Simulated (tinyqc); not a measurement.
# Worked calculation: long-channel MOSFET, surface-potential model

tinyqc, about 0.06 s, one thread, Intel Xeon 2.30GHz (shared host): `OMP_NUM_THREADS=1 python tinyqc.py 2360106 2360107 out.jsonl` Printed values are rounded.

n-channel transistor on a uniformly doped p-type body, gradual-channel approximation, constant mobility, Boltzmann statistics, full ionisation. Potentials are counted from the neutral body; V is the electron quasi-Fermi potential, Vsb at the source and Vsb + Vds at the drain. Charges are magnitudes per area.

Parameters, values chosen for the exercise; material values those of a made-up semiconductor:
- T = 293 K (temperature)
- Eg = 3.33 eV (band gap)
- eps_r = 8.89 (relative permittivity of the semiconductor)
- Nc = 1.52e19 cm^-3 (conduction-band density of states at T)
- Nv = 3.05e19 cm^-3 (valence-band density of states at T)
- Na = 2.1e17 cm^-3 (acceptor density of the body)
- eox = 21 (relative permittivity of the gate insulator)
- tox = 33 nm (insulator thickness)
- Vfb = -1.58 V (flat-band voltage)
- mu = 110 cm^2/(V s) (channel mobility)
- W = 1 um (gate width)
- L = 0.5 um (gate length)
- Vsb = 2 V (source-body reverse bias)
- Vgs = 2.7 V (gate-source voltage)
- Vds = 0.2 V (drain-source voltage)

Constants: q = 1.602176634e-19 C, kB = 1.380649e-23 J/K, Vt = kB T/q, eps0 = 8.8541878128e-14 F/cm where lengths are in cm. Results are converted to the units shown.

Range of the model: The surface electron density at the source passes 0.3 Nc, where degeneracy, left out here, matters.

## Body potential, insulator capacitance and body factor

ni = sqrt(Nc Nv) exp(-Eg/(2 Vt)), Eg in volts; phiF = Vt ln(Na/ni); Cox = eps0 eox/tox; gamma = sqrt(2 q eps0 eps_r Na)/Cox. VT = Vfb + 2 phiF + gamma sqrt(2 phiF + Vsb), m = 1 + gamma/(2 sqrt(2 phiF + Vsb)).

ni = 4.94378e-10 cm^-3
phiF = 1.54809 V
Cox = 0.563448 uF/cm^2
gamma = 0.408461 V^0.5
VT = 2.43828 V
m = 1.09047

## Iteration 1: surface potential at the source by Newton steps

psi at the start (the smaller of 2 phiF + Vsb + 4 Vt and the root without inversion charge) = 5.19718 V

With V = Vsb: G = psi - Vt + Vt e, e = exp((psi - 2 phiF - Vsb)/Vt); f = Vgs + Vsb - Vfb - psi - gamma sqrt(G); f' = -1 - gamma (1 + e)/(2 sqrt(G)); psi(new) = psi - f/f'.

G = 6.55028 V
f = 0.0374234 V
f' = -5.43603
psi after iteration 1 = 5.20406 V

## Iteration 2: surface potential at the source by Newton steps

As before.

G = 6.98922 V
f = -0.00391896 V
f' = -6.61638
psi after iteration 2 = 5.20347 V

## Course of the iteration: surface potential at the source by Newton steps

Stop when psi changes by less than 1e-10 V, or after 40 iterations.

Course of the iteration:
```
iteration  psi (V)  |change| (V)
1          5.20406       6.88e-3
2          5.20347       5.92e-4
3          5.20347       5.10e-6
4          5.20347      3.73e-10
5          5.20347             0
```

Converged in 5 iterations. At the end the number of correct digits about doubles with each step.

## Charges and current of the charge-sheet model

psi_0 = 5.20347 V
psi_L = 5.33051 V

psi_0 and psi_L solve Vgs + Vsb - Vfb - psi = gamma sqrt(G) at V = Vsb and Vsb + Vds. Qi = Cox gamma [sqrt(G) - sqrt(psi - Vt)], G = psi - Vt + Vt exp((psi - 2 phiF - V)/Vt), at both ends. With U = Vgs + Vsb - Vfb: drift = mu (W/L) Cox [U (psi_L - psi_0) - (psi_L^2 - psi_0^2)/2 - (2/3) gamma ((psi_L - Vt)^1.5 - (psi_0 - Vt)^1.5)]; diffusion = mu (W/L) Vt (Qi0 - QiL).

Qi0 = 82.8555 nC/cm^2
QiL = 4.88869 nC/cm^2
drift current = 1.22601 uA
diffusion current = 0.433085 uA
drain current = 1.65909 uA

Drift carries 73.9 % of the current.

## Inversion charge along the channel

V, point 0 to 10 (V): [2, 2.02, 2.04, 2.06, 2.08, 2.1, 2.12, 2.14, 2.16, 2.18, 2.2]

The surface potential psi at channel potential V solves Vgs + Vsb - Vfb - psi = gamma sqrt(G), G = psi - Vt + Vt exp((psi - 2 phiF - V)/Vt). Charge sheet: Qi = Cox gamma [sqrt(G) - sqrt(psi - Vt)]. Pao-Sah: Qi = (Cox gamma/2) integral from 3 Vt to psi of exp((u - 2 phiF - V)/Vt)/sqrt(G(u, V)) du.

psi, point 0 to 10 (V): [5.20347, 5.21998, 5.23610, 5.25173, 5.26675, 5.28100, 5.29423, 5.30616, 5.31640, 5.32459, 5.33051]
Qi, charge sheet, point 0 to 10 (nC/cm^2): [82.8555, 72.7161, 62.8203, 53.2248, 44.0057, 35.2661, 27.1454, 19.8281, 13.5413, 8.51627, 4.88869]
Qi, Pao-Sah, point 0 to 10 (nC/cm^2): [83.0513, 72.8882, 62.9692, 53.3511, 44.1103, 35.3501, 27.2101, 19.8754, 13.5736, 8.53663, 4.90038]

At the source the charge-sheet charge is 0.24 % below the Pao-Sah one.

## Pao-Sah current by Simpson's rule

I = mu (W/L) integral of Qi dV; Simpson's rule on the 11 points, step Vds/10, weights 1, 4, 2, ..., 4, 1 times step/3.

Pao-Sah current = 1.67740 uA

Gauss-Legendre quadrature on many points gives 1.677 uA, so this value is within 0.01 % of it; the charge-sheet current, 1.659 uA, is 1.1 % below it.
